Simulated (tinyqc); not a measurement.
## Bulk transistor, scale length and short-channel effects: effect of the depletion depth

A gate, an insulator of thickness ti and a depleted layer of depth ts on a conducting body. Below threshold the potential that source and drain add obeys Laplace's equation and vanishes on the gate and at the bottom of the depleted layer. Its lowest mode decays along the channel as exp(-k y); k is the smallest positive root of the matching condition at the interface, and the scale length is Lambda = pi/k.

k is the smallest positive root of f(k) = eps_r sin(k ti) cos(k ts) + ei cos(k ti) sin(k ts). Along the channel psi(y) = s + a exp(y/l) + b exp(-y/l) with psi(0) = Vbi, psi(L) = Vbi + Vds and l = 1/k = Lambda/pi; with A = Vbi - s, B = A + Vds, x = exp(-L/l): a = (B - A x) x/(1 - x^2), b = (A - B x)/(1 - x^2). The minimum is s + 2 sqrt(a b), at y = (l/2) ln(b/a). The long-channel potential follows the gate as s = sT + (Vg - VTL)/m, and the threshold VT is the gate voltage at which the minimum equals sT. Swing = m Vt ln 10/g at threshold, g = d(minimum)/ds = 1 - (b x + a)/((1 + x) sqrt(a b)). DIBL = [VT(0.05 V) - VT(Vds)]/(Vds - 0.05 V). sT and Vbi are held fixed; m = 1 + eps_r ti/(ei ts) in each row.

Parameters, values chosen for the exercise; permittivities: semiconductor close to that of gallium nitride, insulator close to that of silicon nitride:

| symbol | value | unit | meaning |
|---|---|---|---|
| T | 300 | K | temperature |
| eps_r | 9.43 |  | relative permittivity of the semiconductor |
| ei | 7.57 |  | relative permittivity of the insulator |
| ti | 3.6 | nm | insulator thickness |
| L | 48 | nm | channel length |
| Vbi | 1.04 | V | potential of the source |
| sT | 0.36 | V | potential of the barrier top at threshold |
| Vds | 0.8 | V | drain voltage |

Constants: q = 1.602176634e-19 C, kB = 1.380649e-23 J/K, Vt = kB T/q. Results are converted to the units shown.

Result of one run:
```
Lambda (nm),L/Lambda,VT - VTL at Vds (mV),DIBL (mV/V),swing (mV/decade)
35.40,1.356,-356.8,146.4,90.30
```

Which depletion depth ts gave this result: 13, 20, 25 or 31 nm?

ts = 31 nm.

The whole series:
```
ts (nm),Lambda (nm),L/Lambda,VT - VTL at Vds (mV),DIBL (mV/V),swing (mV/decade)
10,14.09,3.408,-13.91,5.529,87.11
13,17.19,2.792,-34.54,13.77,82.26
16,20.26,2.369,-65.55,26.23,80.37
20,24.32,1.973,-122.1,49.19,80.58
25,29.37,1.634,-215.3,87.44,83.69
31,35.40,1.356,-356.8,146.4,90.30
39,43.43,1.105,-592.2,245.6,102.8
```

As ts goes from 10 to 39 nm, Lambda rises from 14.1 to 43.4 nm, DIBL rises from 5.53 to 246 mV/V and the swing goes from 87.1 through a minimum of 80.4 (at ts = 16 nm among the rows listed) to 103 mV a decade. On average Lambda goes as ts^(0.83). For ts = 31 to 39 nm L is under 1.5 Lambda, where higher modes, left out of the one-mode potential, count.

Program tinyqc, `OMP_NUM_THREADS=1 python tinyqc.py 2420048 2420049 out.jsonl`; Intel Xeon 2.30GHz, shared host, one thread, about 0.01 s.
